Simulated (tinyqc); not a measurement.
The first four gaps: longitudinal sound in a periodic multilayer: transfer matrices, stop bands and folded phonons. Computed by tinyqc, a small Python program. Command: `OMP_NUM_THREADS=1 python tinyqc.py 3019391 3019392 out.jsonl multilayer walk`. One thread of a shared host (Intel(R) Xeon(R) Processor @ 2.30GHz), about 0.01 s of CPU time with the checks.

Layers 1 and 2 repeat with period d = d_1 + d_2; waves travel normal to the layers, without loss. State vector (u, s): displacement u and stress divided by omega. Impedances Z = rho v are in 1e6 kg/(m^2 s).

Inputs (values chosen for the exercise, modelled on silica (layer 1), titanium nitride (layer 2) and silica (substrate)): density rho_1 = 2.21 g/cm^3; velocity v_1 = 5970 m/s; thickness d_1 = 16.5 nm; density rho_2 = 5.31 g/cm^3; velocity v_2 = 10300 m/s; thickness d_2 = 28.5 nm; substrate density = 2.18 g/cm^3; substrate velocity = 5910 m/s.

Method:
- Z = rho v; interface reflection r = (Z_2 - Z_1)/(Z_2 + Z_1) (stress amplitude, from 1 into 2); Bragg frequency f_B = 1/[2 (d_1/v_1 + d_2/v_2)]; long-wave velocity v_eff = d/sqrt[(d_1/v_1)^2 + (d_2/v_2)^2 + (Z_1/Z_2 + Z_2/Z_1)(d_1/v_1)(d_2/v_2)].
- A layer maps (u, s) by [[cos p, sin p/Z], [-Z sin p, cos p]], p = 2 pi f d_i/v_i; one period is M = M_2 M_1, and cos(q d) = trace(M)/2.
- Gap m contains m f_B; its edges, where trace(M)/2 = (-1)^m, are found by root search. Weak-contrast estimate of the width: (4 f_B/pi) |r sin(m pi a)|, a = (d_1/v_1)/(d_1/v_1 + d_2/v_2).

Bragg frequency f_B = 90.4027 GHz

Z_1 = 13.1937

Z_2 = 54.693

interface reflection r = 0.611302

Stop bands (GHz):
```
m  lower edge  upper edge   width  weak-contrast estimate
1       52.55      128.25  75.705                  70.363
2      180.74      180.87   0.127                   0.127
3      233.36      309.06  75.704                  70.363
4      361.48      361.74   0.253                   0.253
```

What does the comparison show, and why?

With a = 0.500, gap 1 is the widest and gap 2 the narrowest: the layers are near a quarter wave each at f_B, so the even gaps almost close. The weak-contrast estimate misses the first width by -7.1 % at |r| = 0.61. Odd gaps open at the edge of the folded zone (q = pi/d), even ones at its centre.
